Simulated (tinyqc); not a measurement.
Plane-wave Kohn-Sham cycle with exchange-only LDA in a layered model solid, step by step. One step of it, computed by the program tinyqc.

Problem. Iteration 1: potential. V_H(G) = 4 pi rho(G)/G^2 for G != 0 (uniform background); v_x = -(3 rho/pi)^(1/3); V = V_ext + V_H + v_x; Fourier components f(G_m) = (1/N) sum_j f(x_j) exp(-i G_m x_j).

A solid whose potential varies along x alone (atomic units):
```
parameter                      value
period a                   17.200000
cross-section of the cell  12.000000
electrons per cell                 4
grid points                       16
plane waves -n..n, n               2
k points                           1
V1 in V1 cos(2 pi x/a)     -0.520000
V2 in V2 cos(4 pi x/a)     -0.250000
```

density at the start, on the grid x_j = j a/N (e/bohr^3): 0.01937984  0.01937984  0.01937984  0.01937984  0.01937984  0.01937984  0.01937984  0.01937984  0.01937984  0.01937984  0.01937984  0.01937984  0.01937984  0.01937984  0.01937984  0.01937984

Give: Potentials on the grid; V(G_m), m = 0, 1, 2, ....

Solution.

Potentials on the grid (hartree):
```
x          V_ext     V_H      v_x        V
0.0000   -0.7700  0.0000  -0.2645  -1.0345
1.0750   -0.6572  0.0000  -0.2645  -0.9217
2.1500   -0.3677  0.0000  -0.2645  -0.6322
3.2250   -0.0222  0.0000  -0.2645  -0.2867
4.3000    0.2500  0.0000  -0.2645  -0.0145
5.3750    0.3758  0.0000  -0.2645   0.1113
6.4500    0.3677  0.0000  -0.2645   0.1032
7.5250    0.3036  0.0000  -0.2645   0.0391
8.6000    0.2700  0.0000  -0.2645   0.0055
9.6750    0.3036  0.0000  -0.2645   0.0391
10.7500   0.3677  0.0000  -0.2645   0.1032
11.8250   0.3758  0.0000  -0.2645   0.1113
12.9000   0.2500  0.0000  -0.2645  -0.0145
13.9750  -0.0222  0.0000  -0.2645  -0.2867
15.0500  -0.3677  0.0000  -0.2645  -0.6322
16.1250  -0.6572  0.0000  -0.2645  -0.9217
```

V(G_m), m = 0, 1, 2, ... (hartree): -0.2645  -0.2600  -0.1250  0.0000  0.0000
